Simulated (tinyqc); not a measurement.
Stark shift: double quantum well by finite differences.

Finite differences on points z_i at the centres of cells of width h: H_ii = (c/h^2)(1/m_(i-1/2) + 1/m_(i+1/2)) + V_i, H_(i,i+1) = -(c/h^2)/m_(i+1/2), where m_(i+1/2) is the mean of the masses at the two points (the end values are repeated outwards), psi = 0 on the points beyond both ends, c = hbar^2/2m0. The field adds e F (z - z0) with z0 the middle of the structure; 1 kV/cm = 1e-5 eV/angstrom.

Constants: hbar^2/2m0 = 3.80998211 eV angstrom^2.

Inputs chosen for the exercise (out of a larger set: near those of a strained Si well in SiGe; not measured data):
- layers = ((28, 0.174, 0.891), (28, 0, 0.907), (7, 0.174, 0.891), (35, 0, 0.907), (28, 0.174, 0.891)) (each layer: thickness in angstrom, band edge in eV, mass in m0)
- hf = 0.4375 angstrom (cell width of the fine grid)
- Fs = (0, 13.3, 26.7, 40, 53.3, 66.7, 80) kV/cm (fields)

Fine grid. Perturbation theory: dE1 = e F z_11 - beta (e F)^2 with beta = sum_j z_1j^2/(E_j - E_1) over the 13 next levels at zero field, z from z0.

Levels against field:
```
F (kV/cm)  E1 (eV)  E2 (eV)  dE1 (meV)  second order (meV)  <z - z0> (angstrom)  E2 - E1 (meV)
0           0.0194   0.0290       0.00                0.00                 13.4            9.6
13.3        0.0208   0.0272       1.39                1.53                  6.0            6.4
26.7        0.0206   0.0269       1.18                2.54                 -9.2            6.3
40.0        0.0188   0.0281      -0.67                3.03                -17.1            9.3
53.3        0.0163   0.0299      -3.13                2.99                -19.6           13.6
66.7        0.0136   0.0318      -5.83                2.43                -20.6           18.2
80.0        0.0108   0.0337      -8.62                1.35                -21.2           22.9
```

z_11 = 13.45 angstrom
beta = 1.470e+04 angstrom^2/eV

What does the comparison show, and why?

The state sits +13.4 angstrom off the middle at zero field, so the shift starts linearly in F. At 80 kV/cm E1 has moved by -8.62 meV, where second order gives +1.35 meV; the two first part by more than 10 % at 26.7 kV/cm. The electron moves by -34.7 angstrom, against the rise of the potential. E2 - E1 has its smallest listed value inside the range; the ends are 9.6 and 22.9 meV.

Computed by tinyqc, a small Python program: `OMP_NUM_THREADS=1 python tinyqc.py 1280028 1280029 out.jsonl` (the numbers bound the seed that draws the inputs); one thread of a shared host (Intel(R) Xeon(R) Processor @ 2.30GHz), about 0.02 s for the whole set of steps.
